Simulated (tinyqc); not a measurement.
Lattice vibrations of a chain, step by step. One step of it, computed by the program tinyqc.

Problem. Frequencies. omega^2 are the eigenvalues; wavenumber = 521.4708 sqrt(eigenvalue) 1/cm.

D(q) (eV/(angstrom^2 u)), lower triangle (Hermitian):
```
,1,2,3,4
1,1.912752
2,-0.768926,1.333333
3,0.000000,-0.495614,0.469939
4,0.584849-0.111566i,0.000000,-0.111523,0.465868
```

Give: eigenvalues; wavenumbers; weights |e|^2 of the mass-weighted modes.

Solution.

eigenvalues: 0.1411  0.2237  1.2279  2.5893

wavenumbers (1/cm): 195.9  246.6  577.8  839.1

weights |e|^2 of the mass-weighted modes:
```
,mode 1,mode 2,mode 3,mode 4
atom 1,0.1490,0.0362,0.1661,0.6487
atom 2,0.2303,0.0386,0.4413,0.2898
atom 3,0.3248,0.4211,0.2410,0.0131
atom 4,0.2959,0.5041,0.1515,0.0484
```
